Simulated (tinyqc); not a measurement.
# Dopant mobility from one pulse

Problem. With linear drift and no window, R = Ron x + Roff (1 - x), dx/dt = k i, k = mv Ron/D^2, and so R^2 = R0^2 - 2 k (Roff - Ron) phi after the flux phi. Find x0, k, mv and the charge passed.

Parameters, values chosen for the exercise:
- Ron = 50 ohm (resistance of the fully doped film)
- Roff = 10000 ohm (resistance of the undoped film)
- D = 5 nm (film thickness)

R before and after a pulse of flux 0.055 V s (ohm): 7612  4305.8732

Answer. R^2 is linear in the flux and R is linear in the charge.

x0 = 0.2400
k = 3.600e4 1/C
mv = 1.800e-14 m^2/(V s)
charge = 9.230 uC

Program tinyqc, `OMP_NUM_THREADS=1 python tinyqc.py 2880114 2880115 out.jsonl`; Intel Xeon 2.30GHz, shared host, one thread, about 0.2 s.
